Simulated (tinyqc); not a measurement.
Interlayer thickness: switching kinetics of a ferroelectric film and the memory window of a ferroelectric gate stack. Computed by tinyqc, a small Python program. Command: `OMP_NUM_THREADS=1 python tinyqc.py 3018981 3018982 out.jsonl feswitch walk`. One thread of a shared host (Intel(R) Xeon(R) Processor @ 2.30GHz), about 0.02 s of CPU time with the checks.

Fields in MV/cm; 1 microcoulomb/cm^2 over eps_0 is 11.29409 MV/cm. In the stack (metal, ferroelectric, interlayer, channel) the channel is taken as a conductor.

Inputs (values chosen for the exercise, for a model film): saturation polarisation P_s = 24 microcoulomb/cm^2; ratio P_r/P_s = 0.8; coercive field E_c = 1.6 MV/cm; permittivity of the ferroelectric eps_F = 33; thickness t_F = 18 nm; permittivity of the interlayer eps_I = 7.5; share s of P screened by trapped charge = 0.9; pulse height V = 5.5 V; breakdown field of the interlayer = 12 MV/cm.

Method. Series stack: V = E_F t_F + E_I t_I and eps_I E_I = eps_F E_F + (1 - s) P/eps_0. E_I is for P = +P_s at the pulse height, the depolarising field for P = +P_r at V = 0; V needed puts E_F = 1.5 E_c after switching.

Stack against t_I:
```
t_I (nm)  E_F after (MV/cm)  E_I (MV/cm)  depolarising field / E_c  V needed (V)
0.3                  2.7907       15.893                   0.02806        4.7452
0.5                  2.6333       15.201                   0.04473        5.0287
0.8                  2.4214       14.268                   0.06718        5.4539
1.2                  2.1762       13.190                   0.09315        6.0209
1.6                  1.9656       12.263                   0.11547        6.5879
2.0                  1.7825       11.457                   0.13485        7.1548
3.0                  1.4153        9.841                   0.17376        8.5722
```

Each nanometre of interlayer costs 1.42 V, against 0.24 V for a nanometre of ferroelectric. The depolarising field grows from 0.03 to 0.17 E_c. At E_F = 1.5 E_c the interlayer carries (1.5 eps_F E_c + (1 - s) P_s/eps_0)/eps_I = 14.2 MV/cm whatever its thickness, above its breakdown field of 12 MV/cm, so the voltages in the last column could not be applied without breakdown. Caution: rows with E_I above the breakdown field of the interlayer cannot be reached without charge injection. Caution: where E_F after switching is below E_c the switching stalls before P_s, and where the depolarising field exceeds E_c the state switches back, so those rows describe states that are not held.
